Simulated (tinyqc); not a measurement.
## Tunnelling through a gate dielectric, WKB transmission and Tsu-Esaki current: effect of temperature

Electrons leave the emitter at x = 0. Energies E (motion across the layers) are in eV from the emitter Fermi level; the collector Fermi level lies at -V and offers states at every E. No charge in the dielectric and no image force: F1 = V/t1, U = phi1 - F1 x. With C = hbar^2/(2 m0), kappa = sqrt(m (U - E)/C) where U > E and 0 elsewhere; T(E) = exp(-S), S = 2 times the integral of kappa over x.

Each layer adds (2/F) sqrt(m/C) [G(u at its left edge) - G(u at its right edge)] to S, with u = U - E (0 where negative) and G(u) = (2/3) u^1.5. J = J0 times the integral of T(E) N(E) dE, N = ln[(1 + exp(-E/Vt))/(1 + exp((-E - V)/Vt))], J0 = q^2 me m0 kB T/(2 pi^2 hbar^3) (times 1e-4 for A/cm^2 per eV), from E = -Ef to far above the barrier (T = 1 there), by quadrature converged to the digits shown. The share over the barrier is that of energies above the highest band edge; 0 means below 1e-6 %.

Parameters, values chosen for the exercise; dielectric values close to those of zirconium oxide:
```
symbol,value,unit,meaning
Ef,4.4,eV,Fermi energy of the emitter above its band bottom
me,1,m0,emitter mass in the supply function
phi1,1.42,eV,barrier of layer 1 above the emitter Fermi level at zero bias
m1,0.26,m0,tunnelling mass of layer 1
t1,2,nm,thickness of layer 1
V,1,V,voltage across the dielectric
```

Constants: q = 1.602176634e-19 C, kB = 1.380649e-23 J/K, hbar = 1.054571817e-34 J s, m0 = 9.1093837015e-31 kg, Vt = kB T/q, hbar^2/(2 m0) = 0.0380998212 eV nm^2. Results are converted to the units shown.

Effect of temperature:

| T (K) | J (A/cm^2) | mean E of the current (eV) | share over the barrier (%) |
|---|---|---|---|
| 50 | 3.399e4 | -0.4526 | 0 |
| 100 | 3.406e4 | -0.4516 | 0 |
| 200 | 3.436e4 | -0.4475 | 0 |
| 300 | 3.488e4 | -0.4405 | 0 |
| 400 | 3.563e4 | -0.4305 | 0 |
| 500 | 3.665e4 | -0.4169 | 0 |
| 600 | 3.801e4 | -0.3991 | 0 |
| 750 | 4.093e4 | -0.3605 | 4.74e-5 |

Between 50 and 300 K the current changes by a factor of 1.03, and between 300 and 750 K by 1.17; the mean energy of the current rises from -0.453 to -0.360 eV. The transmission grows by a factor e over d = 0.176 eV near E = 0, equal to kB T/q at 2040 K: far below that temperature the thermal tail adds little.

Program tinyqc, `OMP_NUM_THREADS=1 python tinyqc.py 2540022 2540023 out.jsonl`; Intel Xeon 2.30GHz, shared host, one thread, about 0.02 s.
